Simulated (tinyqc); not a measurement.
n-type polysilicon, carrier trapping at grain boundaries: one step of the calculation.

One-dimensional grains of size Lg, uniform ionised doping N, monovalent traps Qt at each boundary at a depth Et below (for electrons) or above (for holes) the band edge there, abrupt depletion of width W on each side of a boundary, Boltzmann statistics. xi is the distance from the band edge at the grain centre to the Fermi level. Trapped charge Qt/(1 + exp((xi + VB - Et)/Vt)) = 2 N W, barrier VB = q N W^2/(2 eps0 eps_r).

Problem. New W. Partly depleted grain, xi = Vt ln(NB/N): f = 1/(1 + exp((xi + VB - Et)/Vt)), g = Qt f - 2 N W, g' = -2 Qt f (1 - f) VB/(W Vt) - 2 N, W(new) = W - g/g'.

Parameters, values chosen for the exercise; values of the order met in polycrystalline silicon:
- T = 300 K (temperature)
- eps_r = 11.7 (relative permittivity)
- NB = 2.8e19 cm^-3 (conduction-band density of states at T)
- Qt = 5.3e11 cm^-2 (trap density of a grain boundary)
- Et = 0.39 eV (depth of the trap level from the majority band edge at the boundary)
- N = 6.9e17 cm^-3 (doping)

Constants: q = 1.602176634e-19 C, kB = 1.380649e-23 J/K, Vt = kB T/q, eps0 = 8.8541878128e-14 F/cm where lengths are in cm. Results are converted to the units shown.

W at the start = 3.1 nm

Give: VB; f; g; g'; W after iteration 1.

Solution.

VB = 0.0051276 V
f = 0.99999
g = 1.0219e11 cm^-2
g' = -1.3800e11 cm^-2/nm
W after iteration 1 = 3.8405 nm

Program tinyqc, `OMP_NUM_THREADS=1 python tinyqc.py 2830062 2830063 out.jsonl`; Intel Xeon 2.30GHz, shared host, one thread, about 0.01 s.
